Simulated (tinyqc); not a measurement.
What moves the results: six-band Luttinger-Kohn model with strain. A value that a table varies takes the place of the one given here.

Six-band Luttinger-Kohn model in the basis |3/2,3/2>, |3/2,1/2>, |3/2,-1/2>, |3/2,-3/2>, |1/2,1/2>, |1/2,-1/2>, electron energies, zero at the top of the unstrained valence band. H = -[rows: (P+Q, -S, R, 0, -S/r2, r2 R); (-S*, P-Q, 0, R, -r2 Q, r32 S); (R*, 0, P-Q, S, r32 S*, r2 Q); (0, R*, S*, P+Q, -r2 R*, -S*/r2); (-S*/r2, -r2 Q, r32 S, -r2 R, P+Dso, 0); (r2 R*, r32 S*, r2 Q, -S/r2, 0, P+Dso)], r2 = sqrt(2), r32 = sqrt(3/2). Levels are twofold.

P = c g1 k^2 - av tr(e); Q = c g2 (kx^2 + ky^2 - 2 kz^2) - (b/2)(exx + eyy - 2 ezz); R = c sqrt3 [-g2 (kx^2 - ky^2) + 2i g3 kx ky] + (sqrt3/2) b (exx - eyy) - i d exy; S = 2 c sqrt3 g3 (kx - i ky) kz - d (exz - i eyz); c = hbar^2/2m0, e the strain tensor (not engineering shear).

s11 = (C11 + C12)/((C11 - C12)(C11 + 2 C12)), s12 = -C12/((C11 - C12)(C11 + 2 C12)), s44 = 1/C44; exx = s11 sxx + s12 (syy + szz) and cyclic, exy = s44 sxy/2; tension is positive. A uniaxial stress X along the unit vector n is s_ij = X n_i n_j.

Constants: hbar^2/2m0 = 3.80998211 eV angstrom^2.

Inputs chosen for the exercise (near those of InAs; shifted at random, so the results belong to these values and not to a real crystal): Dso = 0.368 eV (spin-orbit splitting); g1 = 19.81 (Luttinger gamma1); g2 = 8.62 (gamma2); g3 = 9.09 (gamma3); av = 0.98 eV (valence hydrostatic potential); b = -1.79 eV (tetragonal shear potential); d = -3.71 eV (trigonal shear potential); C11 = 87.7 GPa; C12 = 47 GPa; C44 = 39.4 GPa; load = uniaxial [110] (kind of stress); X1 = 0.9 GPa (size of the stress); E_h = 15 meV (hole energy below the top); X = 1.27 GPa (stress).

## Sweep of a uniaxial [110] stress

Edges at k = 0 and curvature masses of the top pair along [110] and [001] (step 0.0002 1/angstrom); at zero stress the top is fourfold and has no single curvature.

Edges and masses:

| X (GPa) | top (eV) | second (eV) | third (eV) | splitting (meV) | m [110] | m [001] |
|---|---|---|---|---|---|---|
| -1.50 | 0.0501 | -0.0550 | -0.3874 | 105.0 | 0.022 | 0.166 |
| -1.00 | 0.0314 | -0.0370 | -0.3786 | 68.4 | 0.024 | 0.151 |
| -0.50 | 0.0146 | -0.0186 | -0.3721 | 33.3 | 0.025 | 0.137 |
| 0.00 | 0.0000 | 0.0000 | -0.3680 | 0.0 | - | - |
| 0.50 | 0.0190 | -0.0121 | -0.3668 | 31.1 | 0.409 | 0.030 |
| 1.00 | 0.0382 | -0.0215 | -0.3686 | 59.7 | 0.405 | 0.029 |
| 1.50 | 0.0578 | -0.0280 | -0.3736 | 85.8 | 0.401 | 0.028 |

The splitting reaches 105.0 meV under compression and 85.8 meV under the same tension; linear shear terms alone would make the two equal, and the difference comes from the coupling to the split-off band. At the ends of the sweep the top pair has a mass along [110] of 0.022 under compression and 0.401 under tension, so compression gives the lighter holes along [110]; along [001] it has 0.166 and 0.028. The top edge itself moves by +50 and +58 meV.

## Which stress helps holes along [110]

Each load has size X1 (biaxial: sxx = syy); masses are curvatures of the top pair at k = 0.

Results:

| load | splitting (meV) | top edge (meV) | m [110] | m [001] |
|---|---|---|---|---|
| uniaxial [110], compression | 61.2 | 27.9 | 0.024 | 0.148 |
| uniaxial [110], tension | 54.2 | 34.4 | 0.406 | 0.030 |
| uniaxial [100], compression | 86.7 | 42.3 | 0.039 | 0.123 |
| uniaxial [100], tension | 69.9 | 44.4 | 0.065 | 0.035 |
| uniaxial [111], compression | 52.0 | 22.6 | 0.032 | 0.050 |
| uniaxial [111], tension | 45.5 | 29.3 | 0.093 | 0.050 |
| biaxial (001), compression | 69.9 | 29.9 | 0.035 | 0.389 |
| biaxial (001), tension | 86.7 | 56.8 | 0.123 | 0.023 |

The lightest mass along [110] (0.024) comes with uniaxial [110], compression. The largest splitting (86.7 meV) comes with uniaxial [100], compression; biaxial (001), tension. The heaviest mass along [001] (0.389), which lowers the confinement energy in a (001) channel, comes with biaxial (001), compression. The splitting per GPa follows b (s11 - s12) for loads along cube axes and d s44 for [111]: here 2 |b| (s11 - s12) = 88.0 and |d| s44/sqrt3 = 54.4 meV per GPa in the limit of large Dso; where the splitting nears Dso, mixing with the split-off band makes it depend on the sign of the load.

## Warping of the constant-energy contours (six-band Luttinger-Kohn model)

No strain (e = 0). In the plane kz = 0, |k| where the top and second pairs lie E_h below the top, against the angle from [100]; m = c k^2/E_h.

Contours:

| angle (degrees) | k top (1/angstrom) | k second (1/angstrom) | m top (m0) | m second (m0) |
|---|---|---|---|---|
| 0 | 0.0391 | 0.0104 | 0.389 | 0.027 |
| 9 | 0.0397 | 0.0104 | 0.400 | 0.027 |
| 18 | 0.0412 | 0.0104 | 0.431 | 0.027 |
| 27 | 0.0433 | 0.0103 | 0.477 | 0.027 |
| 36 | 0.0454 | 0.0103 | 0.522 | 0.027 |
| 45 | 0.0462 | 0.0103 | 0.542 | 0.027 |

The heavy contour reaches 1.181 times as far along [110] as along [100], the light one 0.991 times. The warping follows g3 - g2 = 0.47 and would vanish for g2 = g3. Along [100] the heavy mass is 1/(g1 - 2 g2) = 0.389 at any energy, while the light one is 0.0275, against 1/(g1 + 2 g2) = 0.0270 at the edge, for E_h/Dso = 0.04.

## What each parameter does

Edges at k = 0 under a uniaxial [110] stress X and the curvature mass of the top pair along [110] (step 0.0002 1/angstrom). Each row changes one parameter from the base and keeps the others.

Results:

| case | top (eV) | second (eV) | third (eV) | mass (m0) |
|---|---|---|---|---|
| base | 0.0488 | -0.0253 | -0.3709 | 0.403 |
| b = -1.432 eV | 0.0444 | -0.0225 | -0.3693 | 0.481 |
| Dso = 0.442 eV | 0.0486 | -0.0269 | -0.4432 | 0.404 |
| C44 = 47.28 GPa | 0.0458 | -0.0242 | -0.3691 | 0.342 |
| C11 = 105.24 GPa | 0.0420 | -0.0220 | -0.3692 | 0.517 |
| g3 = 7.272 | 0.0488 | -0.0253 | -0.3709 | 0.224 |
| d = -4.452 eV | 0.0528 | -0.0268 | -0.3734 | 0.466 |
| av = 0.784 eV | 0.0474 | -0.0267 | -0.3722 | 0.403 |

The largest shifts from the base row, up to three for each result and ties (the steps differ in size, so this ranks the rows, not the parameters). top (eV): C11 -0.0068, b -0.0044, d +0.0040; unchanged at the printed digits by g3. second (eV): C11 +0.0033, b +0.0028, Dso -0.0015, d -0.0015; unchanged at the printed digits by g3. third (eV): Dso -0.0723, d -0.0025, C44 +0.0018; unchanged at the printed digits by g3. mass (m0): g3 -0.179, C11 +0.114, b +0.078; unchanged at the printed digits by av. The Luttinger parameters multiply k^2 and cannot move the edges; av shifts all edges alike and leaves the mass.

tinyqc: `OMP_NUM_THREADS=1 python tinyqc.py 1081016 1081017 out.jsonl`; about 0.03 s, one thread, shared Intel(R) Xeon(R) Processor @ 2.30GHz.
